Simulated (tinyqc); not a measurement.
Worked calculation: free and nearly free electrons in a metal. Values are carried at full precision from step to step, so a last printed digit may differ when a step is redone from the rounded ones.

The cubic cell holds 2 atoms: n = 2 z/a^3, kF = (3 pi^2 n)^(1/3), EF = c kF^2/m, vF = 2 c kF/(m hbar), c = hbar^2/2m0; rs = (3/(4 pi n))^(1/3)/a0; D(EF) = 3 n/(2 EF).

Constants: hbar^2/2m0 = 3.80998211 eV angstrom^2; hbar = 6.58211957e-16 eV s; a0 (Bohr radius) = 0.5291772105 angstrom; kB = 8.617333262e-05 eV/K.

Inputs chosen for the exercise (near those of K; shifted at random, so the results belong to these values and not to a real crystal):

| symbol | value | unit | meaning |
|---|---|---|---|
| a | 5.23 | angstrom | bcc lattice constant |
| z | 1 |  | free electrons an atom |
| m | 1.13 | m0 | mass |
| rho | 7.45 | micro-ohm cm | bulk resistivity |
| T | 300 | K |  |
| V | 1.64 | eV | \|V_G\| for G = (110) |
| x | 0.92 |  | k along G as a share of \|G\|/2 |

## The Fermi sphere

Evaluate the free-electron quantities.

n = 0.01398 1/angstrom^3
kF = 0.7453 1/angstrom
EF = 1.873 eV
vF = 7.635e+05 m/s
rs = 4.866
D(EF) per atom = 0.8010 1/eV

## Relaxation time and mean free path

Drude: 1/rho = n e^2 tau/(m m0) with e = 1.602176634e-19 C and m0 = 9.1093837e-31 kg; mean free path l = vF tau; rho l = hbar kF/(n e^2) = 12 pi^3 hbar/(e^2 S) with S = 4 pi kF^2 does not depend on tau or m.

Use SI units: n in 1/m^3 (1e30 per 1/angstrom^3), rho in ohm m (1e-8 per micro-ohm cm).

tau = 38.50 fs
l = 29.40 nm
rho l = 21.900 1e-16 ohm m^2

Wires lose conductivity to surfaces and grain boundaries, with an excess that scales as rho l over the width and is of the order of rho itself at a width of l = 29 nm.

## Thermal quantities

gamma = (pi^2/3) kB^2 D(EF) per atom, times 96485.33 x 1e3 for mJ/(mol K^2); mu(T) = EF (1 - (pi kB T/EF)^2/12); Wiedemann-Franz kappa = L0 T/rho with L0 = (pi^2/3) (kB/e)^2, kB/e in V/K.

gamma = 1.888 mJ/(mol K^2)
mu - EF = -0.2935 meV
kappa = 98 W/(m K)

## The sphere against the zone faces

Take G = (hkl) 2 pi/a for (110), (200) and (211), with the number of equivalent faces. The Bragg plane of G lies at |G|/2 with |G| = (2 pi/a) sqrt(h^2 + k^2 + l^2). Where kF exceeds it, the sphere cuts the plane in a circle of radius sqrt(kF^2 - G^2/4).

Distance and circle for each G:

| G | faces | \|G\|/2 (1/angstrom) | kF/(\|G\|/2) | circle radius |
|---|---|---|---|---|
| (110) | 12 | 0.8495 | 0.8773 | - |
| (200) | 6 | 1.2014 | 0.6204 | - |
| (211) | 24 | 1.4714 | 0.5065 | - |

The sphere stays inside the first zone; it reaches 0.877 of the way to the nearest faces.

## Two plane waves near the face

Two plane waves k and k - G, G = (110) (2 pi/a): H = [[c k^2/m, V], [V, c (k - G)^2/m]] with c = hbar^2/2m0.

Build H for k along G, diagonalise, and give the weight of the first wave in the lower state and its velocity along G relative to a free electron, (w k + (1 - w)(k - G))/k.

H (eV):
```
        1       2
1  2.0594  1.6400
2  1.6400  2.8380
```

levels (eV): 0.7632  4.1343

w = 0.6155
v/v_free = 0.1641

The splitting is 3.371 eV here and 2V = 3.28 eV on the face, where the normal velocity vanishes. There the lower band lies at 0.793 eV, below the free EF of 1.873 eV, so by this test the Fermi surface touches the face (V is large against EF, which it lowers, so the test is rough). Real Na and K have far smaller V and nearly spherical surfaces.

## Checks

- Lower level against the closed form of the 2 x 2 problem (eV): both 0.76316.
- The product rho l against hbar kF/(n e^2) (1e-16 ohm m^2): both 21.90.

Program tinyqc; command `OMP_NUM_THREADS=1 python tinyqc.py 1680884 1680885 out.jsonl`; about 0.01 s on one thread of a shared Intel(R) Xeon(R) Processor @ 2.30GHz.
